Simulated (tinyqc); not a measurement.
# Inputs raised by 5 %, one at a time

Model: grain growth, pinning, strength and diffusional creep of a polycrystal or thin film. Computed by tinyqc, a small Python program. Command: `OMP_NUM_THREADS=1 python tinyqc.py 3024712 3024713 out.jsonl grain sens`. One thread of a shared host (Intel(R) Xeon(R) Processor @ 2.30GHz), about 0.01 s of CPU time with the checks.

One mean grain size d describes the structure.

Inputs (values chosen for the exercise, modelled on copper):

| quantity | value | unit |
|---|---|---|
| shear modulus G | 49.7 | GPa |
| Burgers vector b | 2.556 | angstrom |
| atomic volume Omega | 11.81 | angstrom^3 |
| boundary energy gamma | 0.61 | J/m^2 |
| mobility prefactor M0 | 3.8e-05 | m^4/(J s) |
| activation energy of boundary motion Q_m | 1.13 | eV |
| anneal temperature T | 587 | K |
| anneal time t | 86 | s |
| initial grain size d0 | 87 | nm |
| particle volume fraction f | 0.0099 | - |
| particle radius r | 5.5 | nm |
| film thickness h | 210 | nm |
| surface energy gamma_s | 1.8 | J/m^2 |
| friction stress sigma_0 | 29 | MPa |
| Hall-Petch slope k_y | 0.11 | MPa m^0.5 |
| lattice diffusion energy Q_l | 2.2 | eV |
| boundary diffusion energy Q_b | 0.934 | eV |
| lattice prefactor D0 | 0.00014 | m^2/s |
| boundary prefactor delta D0b | 2.6e-14 | m^3/s |
| applied stress sigma | 250 | MPa |
| service temperature T_c | 472 | K |

Sample: thin film on a substrate.

Constants: k_B = 8.617333262e-05 eV/K; k_B = 1.380649e-23 J/K.

Method:
- M = M0 exp(-Q_m/(k_B T)). The driving pressure is 2 gamma/d. Zener pinning pressure 3 f gamma/(2 r) stops growth at d_Z = 4 r/(3 f). Grooves where boundaries meet the surface have the angle theta = arcsin(gamma/(2 gamma_s)) and are taken to stop growth at d_h = h/(2 theta), a few film thicknesses; the limit is 1/d_lim = 1/d_Z + 1/d_h.
- dd/dt = 2 M gamma (1/d - 1/d_lim) integrates to 2 M gamma t = d_lim (d0 - d) + d_lim^2 ln[(d_lim - d0)/(d_lim - d)]; without pinning d^2 = d0^2 + 4 M gamma t.
- Hall-Petch term k_y/sqrt(d). Orowan term 3.06 x 0.4 G b ln(2 rbar/b)/(pi lambda sqrt(1 - nu)) with nu = 1/3, rbar = sqrt(2/3) r, lambda = rbar (sqrt(pi/f) - 2). Film term (threading dislocation, matched substrate, the geometry of an fcc (111) film taken for all cases): 3.464 G b ln(2 h/b)/(4 pi (1 - nu) h). The terms are added to sigma_0.
- Nabarro-Herring rate = 14 sigma Omega D_l/(k_B T d^2), D_l = D0 exp(-Q_l/(k_B T)); Coble rate = 14 pi sigma Omega delta D_b/(k_B T d^3), delta D_b = delta D0b exp(-Q_b/(k_B T)); they are equal at d_x = pi delta D_b/D_l.

Runs:

| input moved | from | to | limit d_lim (nm) | yield stress (MPa) | Coble rate (1/s) | crossover size d_x (micrometre) |
|---|---|---|---|---|---|---|
| base run | - | - | 336.52 | 707.67 | 0.0014488 | 1.9218e+10 |
| boundary energy gamma (J/m^2) | 0.61 | 0.6405 | 327.49 | 710.25 | 0.0015712 | 1.9218e+10 |
| mobility prefactor M0 (m^4/(J s)) | 3.8e-05 | 3.99e-05 | 336.52 | 707.66 | 0.0014484 | 1.9218e+10 |
| activation energy of boundary motion Q_m (eV) | 1.13 | 1.1865 | 336.52 | 711.26 | 0.0016215 | 1.9218e+10 |
| anneal time t (s) | 86 | 90.3 | 336.52 | 707.66 | 0.0014484 | 1.9218e+10 |
| particle volume fraction f | 0.0099 | 0.010395 | 329.05 | 718.28 | 0.0015494 | 1.9218e+10 |
| film thickness h (nm) | 210 | 220.5 | 345.50 | 697.54 | 0.0013394 | 1.9218e+10 |
| service temperature T_c (K) | 472 | 495.6 | 336.52 | 707.67 | 0.0041184 | 4.3652e+09 |

Exponents ln(y'/y) / ln(x'/x):

| input | limit d_lim | yield stress | Coble rate | crossover size d_x |
|---|---|---|---|---|
| boundary energy gamma | -0.557 | 0.075 | 1.662 | 0.000 |
| mobility prefactor M0 | 0.000 | 0.000 | -0.006 | 0.000 |
| activation energy of boundary motion Q_m | 0.000 | 0.104 | 2.308 | 0.000 |
| anneal time t | 0.000 | 0.000 | -0.006 | 0.000 |
| particle volume fraction f | -0.460 | 0.305 | 1.376 | 0.000 |
| film thickness h | 0.540 | -0.295 | -1.610 | 0.000 |
| service temperature T_c | 0.000 | 0.000 | 21.412 | -30.379 |

Among the inputs moved here: limit d_lim answers most in size to boundary energy gamma (exponent -0.557), next to film thickness h (+0.540); its exponent is below 0.0005 for mobility prefactor M0, activation energy of boundary motion Q_m, anneal time t, service temperature T_c. Yield stress answers most in size to particle volume fraction f (exponent +0.305), next to film thickness h (-0.295); its exponent is below 0.0005 for mobility prefactor M0, anneal time t, service temperature T_c. Coble rate answers most in size to service temperature T_c (exponent +21.412), next to activation energy of boundary motion Q_m (+2.308). Crossover size d_x answers most in size to service temperature T_c (exponent -30.379); its exponent is below 0.0005 for boundary energy gamma, mobility prefactor M0, activation energy of boundary motion Q_m, anneal time t, particle volume fraction f, film thickness h.

Caution (all rows): sigma Omega is not small against k_B T, as the linear creep laws assume.

Extremes, crossings and ranges named in words are read from the listed rows.
